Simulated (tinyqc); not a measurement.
CISD on RHF in the 6-311g basis, for H2, spin multiplicity 1, step by step. One step of it, computed by the program tinyqc.

Problem. CISD: roots. Diagonalise (each vector has its largest component positive (the first on a tie)); all determinants have Ms = 0, so triplets appear too. The lowest singlet root is the correlation energy.

Occupation strings over the orbitals (2 doubly, a alpha, b beta, 0 empty; spin orbitals ordered 1a 1b 2a 2b ...): 200000 a0b000 a0000b b0a000 b0000a 020000 0a0b00 0a00b0 002000 00a00b 0b0a00 000200 000ab0 0b00a0 000ba0 000020 00b00a 000002

H - E(HF) between determinants (hartree):
```
           200000     a0b000     a0000b     b0a000     b0000a     020000     0a0b00     0a00b0
200000   0.000000   0.000000   0.000000   0.000000   0.000000   0.069347  -0.073684  -0.028774
a0b000   0.000000   0.557358  -0.051143  -0.054241  -0.039775   0.014981   0.047970   0.033753
a0000b   0.000000  -0.051143   2.645683  -0.039775  -0.072051  -0.010387   0.026402   0.110276
b0a000   0.000000  -0.054241  -0.039775   0.557358  -0.051143  -0.014981  -0.006544  -0.019251
b0000a   0.000000  -0.039775  -0.072051  -0.051143   2.645683   0.010387  -0.020923  -0.035515
020000   0.069347   0.014981  -0.010387  -0.014981   0.010387   0.892524   0.148264   0.035783
0a0b00  -0.073684   0.047970   0.026402  -0.006544  -0.020923   0.148264   1.185648  -0.164794
0a00b0  -0.028774   0.033753   0.110276  -0.019251  -0.035515   0.035783  -0.164794   2.908233
002000   0.054241   0.082734  -0.035481  -0.082734   0.035481   0.030795   0.014891  -0.007196
00a00b   0.039775  -0.035481  -0.014875  -0.045989   0.039111   0.006685  -0.019052  -0.006154
0b0a00   0.073684  -0.006544  -0.020923   0.047970   0.026402  -0.148264  -0.064237  -0.011277
000200   0.097794  -0.049507  -0.050198   0.049507   0.050198   0.064237   0.104141  -0.052230
000ab0   0.055657  -0.048689  -0.145294   0.028812   0.062760   0.011277  -0.052230   0.047828
0b00a0   0.028774  -0.019251  -0.035515   0.033753   0.110276  -0.035783  -0.011277  -0.028394
000ba0  -0.055657   0.028812   0.062760  -0.048689  -0.145294  -0.011277  -0.010673   0.040542
000020   0.076915  -0.042650  -0.123153   0.042650   0.123153   0.028394  -0.040542  -0.032374
00b00a  -0.039775  -0.045989   0.039111  -0.035481  -0.014875  -0.006685   0.013786   0.016900
000002   0.072051  -0.039111  -0.053417   0.039111   0.053417   0.018895  -0.029361  -0.053711

           002000     00a00b     0b0a00     000200     000ab0     0b00a0     000ba0     000020
200000   0.054241   0.039775   0.073684   0.097794   0.055657   0.028774  -0.055657   0.076915
a0b000   0.082734  -0.035481  -0.006544  -0.049507  -0.048689  -0.019251   0.028812  -0.042650
a0000b  -0.035481  -0.014875  -0.020923  -0.050198  -0.145294  -0.035515   0.062760  -0.123153
b0a000  -0.082734  -0.045989   0.047970   0.049507   0.028812   0.033753  -0.048689   0.042650
b0000a   0.035481   0.039111   0.026402   0.050198   0.062760   0.110276  -0.145294   0.123153
020000   0.030795   0.006685  -0.148264   0.064237   0.011277  -0.035783  -0.011277   0.028394
0a0b00   0.014891  -0.019052  -0.064237   0.104141  -0.052230  -0.011277  -0.010673  -0.040542
0a00b0  -0.007196  -0.006154  -0.011277  -0.052230   0.047828  -0.028394   0.040542  -0.032374
002000   1.261087  -0.109091  -0.014891   0.040056   0.023900   0.007196  -0.023900   0.031801
00a00b  -0.109091   3.186157   0.013786   0.021974   0.083160   0.016900  -0.036969   0.090471
0b0a00  -0.014891   0.013786   1.185648  -0.104141  -0.010673  -0.164794  -0.052230   0.040542
000200   0.040056   0.021974  -0.104141   1.524418  -0.112618   0.052230   0.112618   0.085247
000ab0   0.023900   0.083160  -0.010673  -0.112618   3.296180   0.040542  -0.085247  -0.014419
0b00a0   0.007196   0.016900  -0.164794   0.052230   0.040542   2.908233   0.047828   0.032374
000ba0  -0.023900  -0.036969  -0.052230   0.112618  -0.085247   0.047828   3.296180   0.014419
000020   0.031801   0.090471   0.040542   0.085247  -0.014419   0.032374   0.014419   5.210024
00b00a   0.109091  -0.032840  -0.019052  -0.021974  -0.036969  -0.006154   0.083160  -0.090471
000002   0.032840  -0.023092   0.029361   0.056483   0.107166   0.053711  -0.107166   0.285185

           00b00a     000002
200000  -0.039775   0.072051
a0b000  -0.045989  -0.039111
a0000b   0.039111  -0.053417
b0a000  -0.035481   0.039111
b0000a  -0.014875   0.053417
020000  -0.006685   0.018895
0a0b00   0.013786  -0.029361
0a00b0   0.016900  -0.053711
002000   0.109091   0.032840
00a00b  -0.032840  -0.023092
0b0a00  -0.019052   0.029361
000200  -0.021974   0.056483
000ab0  -0.036969   0.107166
0b00a0  -0.006154   0.053711
000ba0   0.083160  -0.107166
000020  -0.090471   0.285185
00b00a   3.186157   0.023092
000002   0.023092   5.363978
```

Give: lowest roots of this matrix, relative to E(HF); lowest vectors; <S^2> of these roots; weight of the ground state by excitation level 0, 1, 2, ....

Solution.

lowest roots of this matrix, relative to E(HF) (hartree): -0.0316  0.4935  0.5727  0.8006  1.1055  1.2451  1.2805  1.6020

lowest vectors:
```
         root 1   root 2   root 3   root 4
200000   0.9863   0.0000   0.0222   0.1232
a0b000  -0.0088   0.7043   0.6887  -0.0275
a0000b  -0.0063   0.0312   0.0084   0.0106
b0a000   0.0088   0.7043  -0.6887   0.0275
b0000a   0.0063   0.0312  -0.0084  -0.0106
020000  -0.0915   0.0000  -0.0097   0.9030
0a0b00   0.0741  -0.0486  -0.0645  -0.2846
0a00b0   0.0133  -0.0091  -0.0180  -0.0351
002000  -0.0386   0.0000  -0.1759  -0.0462
00a00b  -0.0111   0.0211  -0.0133  -0.0094
0b0a00  -0.0741  -0.0486   0.0645   0.2846
000200  -0.0684   0.0000   0.0953  -0.0204
000ab0  -0.0168   0.0049   0.0239  -0.0108
0b00a0  -0.0133  -0.0091   0.0180   0.0351
000ba0   0.0168   0.0049  -0.0239   0.0108
000020  -0.0109   0.0000   0.0110  -0.0121
00b00a   0.0111   0.0211   0.0133   0.0094
000002  -0.0099   0.0000   0.0082  -0.0086
```

<S^2> of these roots: 0.0000  2.0000  0.0000  0.0000  2.0000  0.0000  0.0000  0.0000

weight of the ground state by excitation level 0, 1, 2, ...: 0.9729  0.0002  0.0269
